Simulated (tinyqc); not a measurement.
Comparisons within one model: strain-driven crossing of the Gamma and L valleys in a germanium-like crystal alloyed with tin. A value that a table varies takes the place of the one given here.

Biaxial loads: e0 is the in-plane strain e_par and the normal is free. (001): e_perp = -2 (C12/C11) e_par; exx = eyy = e_par, ezz = e_perp, no shear. (111): e_perp = -(2 C11 + 4 C12 - 4 C44)/(C11 + 2 C12 + 4 C44) e_par; exx = eyy = ezz = (2 e_par + e_perp)/3 and exy = eyz = ezx = (e_perp - e_par)/3. (110): e_perp = -(C11 + 3 C12 - 2 C44)/(C11 + C12 + 2 C44) e_par; exx = eyy = (e_par + e_perp)/2, ezz = e_par, exy = (e_perp - e_par)/2, eyz = ezx = 0. Uniaxial loads: a stress along n, scaled so that n.e.n = e0, with exx = s11 sxx + s12 (syy + szz), exy = s44 sxy/2, s11 = (C11 + C12)/((C11 - C12)(C11 + 2 C12)), s12 = -C12/((C11 - C12)(C11 + 2 C12)), s44 = 1/C44.

Edges from the unstrained valence top: Gamma at Eg + ac tr(e); an L valley with unit axis u at EgL + aL tr(e) + XuL (u.e.u - tr(e)/3), u along [111], [1-1-1], [-11-1], [-1-11]; valence edges are the levels of the 6 x 6 matrix of X, Y, Z times spin with -Dso/3 + l exx + m (eyy + ezz) on the diagonal (cyclic), n exy off it, l = av + 2 b, m = av - b, n = sqrt(3) d. Spin-orbit term (Dso/3) L.sigma on X, Y, Z with (L_k)_ij = -i epsilon_kij: <X+|H|Y+> = -i Dso/3, <X+|H|Z-> = Dso/3, <Y+|H|Z-> = -i Dso/3, <Z+|H|X-> = -Dso/3, <Z+|H|Y-> = i Dso/3, <X-|H|Y-> = i Dso/3, and their conjugates; + and - are the spin along z.

With tin the unstrained gaps become E(y) = (1 - y) E + y EgS - CS y (1 - y); all other values are kept.
Constants: kB = 8.617333262e-05 eV/K.

Parameters, chosen for this exercise (near those of Ge, gaps at low temperature; not measured data): Eg = 0.904 eV (gap at Gamma to the s-like level); EgL = 0.732 eV (gap to L); Dso = 0.289 eV (spin-orbit splitting); ac = -8.15 eV (conduction deformation potential); av = 1.25 eV (valence hydrostatic potential); b = -2.5 eV (tetragonal shear potential); d = -5.2 eV (trigonal shear potential); aL = -1.35 eV (hydrostatic potential of the L edge, Xd + Xu/3); XuL = 16.63 eV (uniaxial potential, L); y = 0.054 (tin fraction); EgS = (-0.402, 0.078) eV (Gamma and L gaps of the tin end); CS = (2.23, 0.89) eV (bowing of the Gamma and L gaps); C11 = 130 GPa; C12 = 48.2 GPa; C44 = 66 GPa; load = uniaxial [100] (kind of strain); mG = 0.039 m0 (mass at Gamma); mL = 0.566 m0 (density-of-states mass of the four L valleys together); T = 300 K (temperature); e0 = 0.0189 (size of the strain).

## Which strain makes the gap direct

For tension the difference Gamma minus lowest L is linear in e0; slope per 1 % and the e0 at which it vanishes (a dash: no crossing below 15 %), with the gap there.

Results:
```
load,slope (meV per 1 %),crossing e0 (%),gap at the crossing (eV)
biaxial (001),-85.6,0.80,0.583
biaxial (110),-23.8,2.87,0.122
biaxial (111),43.7,-,-
uniaxial [100],-31.2,2.19,0.556
uniaxial [111],-3.1,-,-
uniaxial [110],16.4,-,-
```

What can be read from the table?

The smallest strain is needed for biaxial (001) (0.80 %), then uniaxial [100] (2.19 %). No crossing below 15 % is found for biaxial (111), uniaxial [111] and uniaxial [110]: shear splits the L valleys and pulls the lowest down nearly as fast as, or faster than, Gamma. Loads without off-diagonal strain, (001) and [100], gain (ac - aL) tr(e) = -68 meV per 1 % of volume. For uniaxial [111] the slope is a near cancellation, so terms beyond this linear model decide.

## Sweep of a uniaxial [100] strain

The valence splitting is the distance of the top two edges. Share in Gamma = mG^(3/2)/(mG^(3/2) + (mL^(3/2)/4) sum_i exp(-(E_Li - E_Gamma)/kT)).

Results:
```
e0 (%),direct gap (eV),indirect gap (eV),Gamma - L (meV),valence splitting (meV),share in Gamma (%)
-1.68,0.723,0.602,121,123,0.0169
-0.64,0.724,0.636,88,43,0.0594
0.40,0.690,0.634,56,24,0.208
1.44,0.612,0.588,23,75,0.727
2.48,0.534,0.543,-9,109,2.50
3.52,0.456,0.497,-42,131,8.27
4.56,0.378,0.452,-74,145,24.0
5.60,0.300,0.407,-106,154,52.6
```

What does this show?

Gamma drops below the lowest L valley between e0 = 1.44 and 2.48 %. The direct gap goes from 0.723 to 0.300 eV; of that change -0.109 eV comes from the rise of the valence top through the shear terms and the rest from the volume. The share in Gamma goes from 0.0169 to 52.6 %. Beyond about 3 % terms of second order in the strain, left out here, matter.

## What each parameter does

Direct gap, Gamma minus the lowest L edge and the valence splitting. Each row changes one parameter from the base and keeps the others.

Results:
```
case,direct gap (eV),Gamma - L (meV),valence splitting (meV)
base,0.5780,9.3,92.0
C44 = 75.9 GPa,0.5780,9.3,92.0
Dso = 0.24565 eV,0.5780,9.3,87.1
d = -5.98 eV,0.5780,9.3,92.0
ac = -6.9275 eV,0.5886,20.0,92.0
e0 = 0.01606,0.5993,18.2,81.9
C12 = 55.43 GPa,0.5867,16.7,93.4
y = 0.0459,0.6048,24.4,92.0
```

What does this show?

The largest shifts from the base row, up to three for each result and ties (the steps differ in size, so this ranks the rows, not the parameters). direct gap (eV): y +0.0268, e0 +0.0213, ac +0.0106; unchanged at the printed digits by C44, Dso and d. Gamma - L (meV): y +15.1, ac +10.6, e0 +8.9; unchanged at the printed digits by C44, Dso and d. valence splitting (meV): e0 -10.2, Dso -4.9, C12 +1.4; unchanged at the printed digits by C44, d, ac and y.

tinyqc: `OMP_NUM_THREADS=1 python tinyqc.py 1050118 1050119 out.jsonl`; about 0.01 s, one thread, shared Intel(R) Xeon(R) Processor @ 2.30GHz.
